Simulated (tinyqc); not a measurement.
Valence-band offset from core levels (Kraut method), with the dipole against the affinity rule: two steps of the calculation.

Binding energies are counted downwards from the Fermi level. dEv > 0 means that the valence edge of B lies below that of A, dEc > 0 that the conduction edge of B lies above that of A; dEc + dEv = EgB - EgA. The spectra are made-up values treated as data.

Inputs (values chosen for the exercise); gaps and affinities close to those of germanium (A) and zirconium oxide (B):

| symbol | value | unit | meaning |
|---|---|---|---|
| chiA | 3.98 | eV | electron affinity of A |
| chiB | 2.54 | eV | electron affinity of B |
| ei | 8.1 |  | relative permittivity inside the dipole layer |
| dd | 0.29 | nm | thickness of the dipole layer |
| bg | 65 |  | background counts in the gap |

Constants: q = 1.602176634e-19 C, eps0 = 8.8541878128e-14 F/cm where lengths are in cm. Results are converted to the units shown.

Task 1. Valence-band maximum of bare A. Fit a straight line to the leading edge by least squares; the maximum vA lies where it meets the background.

```
point	binding energy (eV)	counts on the leading edge
0	0.69	126
1	0.81	153
2	0.93	184
3	1.05	205
4	1.17	241
5	1.29	273
```

Wanted: slope; intercept; vA.

Result 1.

slope = 242.86 counts/eV
intercept = -43.429 counts
vA = 0.44647 eV

Task 2. Interface dipole. The affinity rule gives dEc(0) = chiA - chiB; the dipole step is D = dEc - dEc(0), and two sheets of opposite charge dd apart hold N = eps0 ei |D|/(q dd).

dEc = 1.2264706 eV

Give: dEc(0); D; N; field in the dipole layer.

Result 2.

dEc(0) = 1.4400 eV
D = -0.21353 eV
N = 3.2960e13 cm^-2
field in the dipole layer = 7.3631 MV/cm

N is 0.047 elementary charges for each of about 7e14 surface atoms per cm^2.

tinyqc, about 0.01 s, one thread, Intel Xeon 2.30GHz (shared host): `OMP_NUM_THREADS=1 python tinyqc.py 2410017 2410018 out.jsonl`
